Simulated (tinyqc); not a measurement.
A discretised effective-mass wire between two leads, recursive Green functions: two steps of the calculation.

Finite differences on a grid of step a give a chain with hopping -t, t = C/(m a^2), C = hbar^2/(2 m0), and site energies 2 t + U_i for the N = 5 sites of the device; the semi-infinite leads have site energy 2 t. Each slice is one site, and V = -t couples neighbouring slices.

Parameters, values chosen for the exercise:
- m = 0.027 m0 (effective mass)
- a = 0.82 nm (grid step)

Constants: q = 1.602176634e-19 C, hbar = 1.054571817e-34 J s, h = 6.62607015e-34 J s, m0 = 9.1093837015e-31 kg, hbar^2/(2 m0) = 0.0380998212 eV nm^2. Results are converted to the units shown.

Question 1. Transmission. T(E) = Tr[Gamma G_(N,1) Gamma G_(N,1)^dagger]. Conductance (2 q^2/h) T(E).

G_(N,1) = 0.41169941-0.17418148i 1/eV
Gamma = 2.2165262 eV

Wanted: T(E); conductance.

Answer 1.

T(E) = 0.98179
conductance = 76.070 uS

Inverting the whole matrix gives the same value.

Question 2. States fed from the left, and the bond current. The full first column follows backwards from c_N = G_(N,1): c_i = G_(i,1)(forward) + g_i V^dagger c_(i+1). The density of states fed by the left lead is Gamma |c_i|^2/(2 pi), and the current on bond i is 2 t Gamma Im(c_(i+1) conj(c_i)) in units of T(E).

g_i, site 1 to 5 (1/eV): [-0.28026168-0.09760938i, -0.41507235-0.07658451i, -0.55503162-0.10782727i, -0.75690617-0.32099974i, 0.02372185-0.39508690i]
G_(i,1) of the forward pass, site 1 to 5 (1/eV): [-0.28026168-0.09760938i, -0.22844092-0.13006895i, -0.23665371-0.20319683i, -0.23902843-0.48219042i, 0.41169941-0.17418148i]
Gamma = 2.2165262 eV

Wanted: c_i; density fed from the left; bond current.

Answer 2.

c_i, site 1 to 5 (1/eV): [0.02372-0.39509i, 0.30383-0.61160i, 0.49230-0.64363i, 0.53227-0.48153i, 0.41170-0.17418i]
density fed from the left, site 1 to 5 (1/eV): [0.05526, 0.16452, 0.23164, 0.18174, 0.07050]
bond current, bond 1 to 4: [0.98179, 0.98179, 0.98179, 0.98179]

The bond current is the same on every bond and equals T(E): the current is conserved.

Computed by the program tinyqc: `OMP_NUM_THREADS=1 python tinyqc.py 2660035 2660036 out.jsonl`, one thread of a shared Intel Xeon 2.30GHz, about 0.01 s for the whole run.
